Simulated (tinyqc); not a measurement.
Worked calculation: competing polymorphs of an oxide film: bulk, surface, grain-boundary, dopant and field terms. Computed by tinyqc, a small Python program that keeps every step. Command: `OMP_NUM_THREADS=1 python tinyqc.py 3029761 3029762 out.jsonl polymorph walk`. One thread of a shared host (Intel(R) Xeon(R) Processor @ 2.30GHz), about 0.01 s of CPU time with the checks. Intermediate numbers are printed to about 7 digits and carried at full precision; extremes and crossings named in words are read from the listed rows.

Phases: monoclinic m (reference), polar orthorhombic o, tetragonal t. Free energies per formula unit (f.u.); 1 J/m^2 x angstrom^3/nm = 6.241509 meV.

Inputs (values chosen for the exercise, for a model oxide):
```
quantity                                  value               unit
energy of the polar phase o over m         61.2           meV/f.u.
energy of the tetragonal phase t over m     115           meV/f.u.
entropy of o over m                      0.0092       meV/(f.u. K)
entropy of t over m                       0.058       meV/(f.u. K)
surface energy of m                        3.45              J/m^2
surface energy of o                        2.89              J/m^2
surface energy of t                        2.73              J/m^2
volume per formula unit Omega              34.4         angstrom^3
film thickness h                             13                 nm
grain radius R                              9.6                 nm
temperature T                               300                  K
dopant content x                            1.5                  %
shift of o per % of dopant                 -8.3           meV/f.u.
shift of t per % of dopant                  -14           meV/f.u.
polarisation of o                            54  microcoulomb/cm^2
field E                                     3.5              MV/cm
width sigma of ln R                        0.32                  -
interlayer thickness (SiO2)                0.43                 nm
```

Geometry: free particles.

permittivities of m, o, t: 19  24  35

## Bulk terms

Bulk term b = H - T S + (shift) x, zero for m. The undoped bulk turns from m to t at T = H_t/S_t.

b (meV/f.u.): m 0.00, o 45.99, t 76.60

bulk m-t temperature = 1982.759 K

## Free energies of the grain

Area per volume: A = 3/R for a sphere; G = b + gamma Omega A.

area per volume A = 0.3125 1/nm

G less G(m) (meV/f.u.): m 0.00000, o 8.41612, t 28.29072

G(o) - G(m) = 8.416115 meV/f.u.

G(t) - G(o) = 19.87460 meV/f.u.

The lowest phase is m, by 8.4 meV/f.u. over o, as in the bulk terms. Caution: this is an equilibrium ranking; real films often keep the phase that nucleates first on cooling from t.

## Crossing points

With G = b + gamma Omega A (b the bulk free energy per formula unit, A the area per volume), two phases i, j cross at A_ij = (b_j - b_i)/(Omega (gamma_i - gamma_j)); o has a window only if A_mo < A_ot.

A_mo = 0.3824964 1/nm

A_ot = 0.8910361 1/nm

A_mt = 0.4955052 1/nm

o is lowest for A between 0.382 and 0.891 1/nm, m below and t above.

## Phase shares in a spread of grain sizes

Grain radii are log-normal by volume with median R and width sigma; the share with A above A* is that with radius below R*, R* = 3/A* (all if A* <= 0), share = (1/2) erfc[-ln(R*/R)/(sqrt 2 sigma)]. Effective permittivity of a layer of thickness h built of such grains, taken in parallel: sum of share x eps; EOT = interlayer + 3.9 h/eps.

volume shares: m 0.7361786, o 0.2632918, t 0.0005296

share of o = 0.2632918

effective permittivity = 20.32493

equivalent oxide thickness = 2.924473 nm

The spread of sizes mixes the phases: 26 % of the volume is not in the majority phase.

## A field

The polar phase gains -P E Omega (1 microcoulomb/cm^2 x MV/cm x angstrom^3 = 0.006241509 meV); the dielectric term -(1/2) eps_0 (eps - 1) E^2 Omega is left out. Where t lies below o, o is reached at E_up = [G(o) - G(t)]/(P Omega), else 0.

gain P E Omega = 40.57980 meV/f.u.

G(t) - G(o) in the field = 60.45440 meV/f.u.

crossing field E_up = 0 MV/cm

o already lies below t. m lies lower than both at zero field, so this holds only while m is avoided.

## Dopant series

Bulk term b = H - T S + (shift) x, zero for m.

Against dopant content:
```
x (%)  A_mo (1/nm)  A_ot (1/nm)    share m    share o   share t
0.0      0.4860424     1.139921  0.9162506  0.0837231  0.000026
1.0      0.4170117     0.973998  0.8163635  0.1834457  0.000191
2.0      0.3479811     0.808075  0.6315923  0.3669134  0.001494
3.0      0.2789504     0.642151  0.3613293  0.6264680  0.012203
4.0      0.2099197     0.476228  0.1068653  0.7991384  0.093996
5.0      0.1408891     0.310305  0.0063966  0.4848176  0.508786
6.5      0.0373431     0.061421  0.0000000  0.0000002  1.000000
8.0     -0.0662029    -0.187464  0.0000000  0.0000000  1.000000
10.0    -0.2042642    -0.519310  0.0000000  0.0000000  1.000000
```

The dopant lowers t by 14 and o by 8.3 meV per %, so A_ot falls faster than A_mo. The share of o peaks at x = 4 % (0.80): a doping window between m and t. t holds the majority from x = 5 % on.

Checks made by the program: equal free energies at A_mt (relative difference below 1e-10).
